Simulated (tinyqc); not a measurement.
Substrate current against gate voltage: lateral field, substrate current, probability of reaching the oxide barrier and hot-carrier lifetime of a silicon transistor (pseudo-two-dimensional and lucky-electron models). Computed by tinyqc, a small Python program. Command: `OMP_NUM_THREADS=1 python tinyqc.py 3021348 3021349 out.jsonl hotcar walk`. One thread of a shared host (Intel(R) Xeon(R) Processor @ 2.30GHz), about 0.01 s of CPU time with the checks.

Local-field models: a lucky carrier gains its energy at the peak field over a path free of collisions. Voltages are magnitudes.

Inputs (values chosen for the exercise, modelled on a silicon n-channel): channel length L = 2000 nm; oxide thickness t = 34 nm; junction depth x_j = 380 nm; mobility mu = 380 cm^2/(V s); saturation velocity v_s = 0.84 1e7 cm/s; threshold voltage V_T = 0.42 V; drain voltage V_D = 9.6 V; ionisation prefactor A_i = 1.8e+06 1/cm; ionisation field B_i = 1.78 MV/cm; hot-carrier mean free path lambda = 7.7 nm; oxide barrier phi_b = 3.1 eV; interface-trap threshold phi_it = 3.7 eV; lifetime constant H = 400 s microampere/micrometre.

Drain: abrupt.

Constants: eps_0 = 8.8541878128e-12 F/m.

Method:
- C_ox = 3.9 eps_0/t; F_sat = 2 v_s/mu; V_Dsat = V_ov F_sat L/(V_ov + F_sat L), V_ov = V_G - V_T; I_D/W = C_ox v_s (V_ov - V_Dsat).
- Scale length l = 0.22 t^(1/3) x_j^(1/2) (all in cm); F_m = sqrt(((V_D - V_Dsat)/l_e)^2 + F_sat^2), with l_e = l; length of the velocity-saturated region l_e ln((V_D - V_Dsat)/(l_e F_sat) + F_m/F_sat).
- Substrate current I_sub/I_D = (A_i/B_i)(V_D - V_Dsat) exp(-B_i/F_m); probability of reaching the oxide barrier exp(-phi_b/(e lambda F_m)); lifetime tau = (H/(I_D/W)) exp(phi_it/(e lambda F_m)).

At the given drain voltage:
```
V_G (V)  V_Dsat (V)  I_D/W (microampere/micrometre)  F_m (kV/cm)  I_sub/W (microampere/micrometre)     tau (s)
0.93         0.4822                            2.37       449.29                            0.4163  7.4405e+06
1.40         0.8822                            8.34       429.78                            1.1690  3.4397e+06
2.20         1.4817                           25.45       400.55                            2.4546  2.5497e+06
3.30         2.1724                           60.37       366.90                            3.5444  3.2291e+06
4.50         2.7918                          109.90       336.77                            3.8320  5.7250e+06
6.00         3.4211                          184.18       306.21                            3.4390  1.4192e+07
7.50         3.9318                          268.58       281.45                            2.7588  3.8702e+07
9.00         4.3545                          360.49       260.99                            2.0874  1.0990e+08
11.00        4.8166                          491.69       238.69                            1.3728  4.5009e+08
```

I_sub peaks at V_G = 4.5 V, 0.47 V_D: a higher gate voltage brings more carriers but raises V_Dsat and so lowers F_m. The shortest lifetime among the rows lies at V_G = 2.2 V, below that of the largest I_sub, since tau depends more steeply on the field.

Extremes, crossings and ranges named in words are read from the listed rows.
